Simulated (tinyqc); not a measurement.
Inside a calculation: Slater-Koster d bands of a bcc metal. Values are carried at full precision from step to step, so a last printed digit may differ when a step is redone from the rounded ones.

Slater-Koster d bands. For a bond with direction cosines (l, m, n) the 5 x 5 block is dds Ps + ddp Pp + ddd (1 - Ps - Pp), the projectors on sigma, pi and delta states about the bond; for instance <xy|xy> = 3 l^2 m^2 dds + (l^2 + m^2 - 4 l^2 m^2) ddp + (n^2 + l^2 m^2) ddd, <xy|yz> = 3 l m^2 n dds + l n (1 - 4 m^2) ddp + l n (m^2 - 1) ddd and <3z2-r2|3z2-r2> = (n^2 - (l^2 + m^2)/2)^2 dds + 3 n^2 (l^2 + m^2) ddp + (3/4)(l^2 + m^2)^2 ddd. H(k) sums the blocks times cos(k.R) over the neighbours; the d level is the zero of energy; k in 2 pi/a.

Inputs chosen for the exercise (of the size met in Mo; shifted at random, so the results belong to these values and not to a real crystal):
- dds = -1.37 eV (dd sigma)
- ddp = 0.836 eV (dd pi)
- ddd = -0.096 eV (dd delta)
- f2 = 0.487 (factor on all three integrals for second neighbours)
- Es = 5.6 eV (s level)
- sss = -1.06 eV (ss sigma)
- sds = -0.33 eV (sd sigma)
- k = (0.76, 0.04, 0.1) 2 pi/a (wave vector)
- Nd = 5 (d electrons per atom)

## The block of one bond

Direction (1,1,1)/sqrt3; its eigenvalues must be dds once, ddp twice and ddd twice.

block (eV), lower triangle:
```
             xy       yz       zx   x2-y2  3z2-r2
xy      -0.3136
yz      -0.5282  -0.3136
zx      -0.5282  -0.5282  -0.3136
x2-y2         0  -0.3107   0.3107  0.5253
3z2-r2  -0.3587   0.1794   0.1794       0  0.5253
```

## Levels at Gamma

Neighbours: eight at (a/2)(1,1,1) and equivalents, and six at a(1,0,0) and equivalents with the integrals times f2.

Summing the blocks at k = 0 gives E(t2g) = (8/3) dds + (16/9) ddp + (32/9) ddd + f2 (4 ddp + 2 ddd), E(eg) = (16/3) ddp + (8/3) ddd + f2 (3 dds + 3 ddd).

levels (eV): t2g (threefold) -0.9734, eg (twofold) 2.0608

The t2g level lies lower, by 3.0343 eV.

## The Hamiltonian at one k

An s orbital at Es couples to nearest neighbours alone: <s|s> = sss, <s|xy> = sqrt3 l m sds (cyclic), <s|x2-y2> = (sqrt3/2)(l^2 - m^2) sds, <s|3z2-r2> = (n^2 - (l^2 + m^2)/2) sds.

Sum over the neighbours.

H(k) (eV), lower triangle:
```
              s       xy       yz       zx    x2-y2   3z2-r2
s       11.4327
xy       0.1244   2.4895
yz      -0.0430   0.8869   3.1669
zx       0.3199  -0.1193   0.3448   2.3447
x2-y2         0        0  -0.0702  -0.5216  -4.0226
3z2-r2        0   0.2342   0.0405  -0.3011  -0.4867  -4.3866
```

## Levels and character

Diagonalise H; t2g is xy, yz, zx and eg the other two.

levels (eV): -4.7708  -3.6990  1.7323  2.5026  3.8139  11.4457

weights:
```
     band 1  band 2  band 3  band 4  band 5  band 6
s     0.000   0.000   0.001   0.001   0.000   0.999
t2g   0.006   0.002   0.998   0.992   0.999   0.001
eg    0.994   0.998   0.001   0.007   0.001   0.000
```

## Levels at points of symmetry

Coordinates: G (0, 0, 0), H (1, 0, 0), N (0.5, 0.5, 0), P (0.5, 0.5, 0.5); the others lie half way.

Levels (eV):

| k | band 1 | band 2 | band 3 | band 4 | band 5 | band 6 |
|---|---|---|---|---|---|---|
| G | -2.880 | -0.973 | -0.973 | -0.973 | 2.061 | 2.061 |
| G-H 0.5 | -1.955 | -0.094 | -0.094 | 0.527 | 1.722 | 5.600 |
| H | -6.344 | -6.344 | 4.043 | 4.043 | 4.043 | 14.080 |
| N | -4.201 | -4.132 | 1.590 | 1.955 | 4.319 | 5.962 |
| P | -1.535 | -1.535 | -1.535 | 2.142 | 2.142 | 5.600 |
| P-G 0.5 | -2.746 | -2.746 | 1.385 | 1.851 | 1.851 | 3.318 |
| G-N 0.5 | -2.553 | -2.204 | 1.154 | 1.673 | 1.829 | 2.008 |

On these points the bands run from -6.344 (H) to 14.080 eV (H).

## Second moment and the rectangular band

mu2 = z (dds^2 + 2 ddp^2 + 2 ddd^2)/5 per orbital, with z = 8 + 6 f2^2. A rectangular band with the same mu2 has width W = sqrt(12 mu2), Fermi level W (Nd/10 - 1/2) and bond energy -W Nd (10 - Nd)/20 (Friedel).

mu2 = 6.2062 eV^2
W = 8.6299 eV
Fermi level = 0.0000 eV
bond energy per atom = -10.7873 eV

The bond energy is the attractive part alone; the repulsion between atoms, left out, cancels a large share of it in the cohesive energy.

## Checks

- Levels at Gamma from the formulas against H(0): they agree to 1e-10 or better.
- Second moment from the formula against the mean square level on the mesh: both 6.20623.

Run: tinyqc, `OMP_NUM_THREADS=1 python tinyqc.py 1451069 1451070 out.jsonl`; Intel(R) Xeon(R) Processor @ 2.30GHz, one thread, shared host; about 0.07 s of CPU time with all checks.
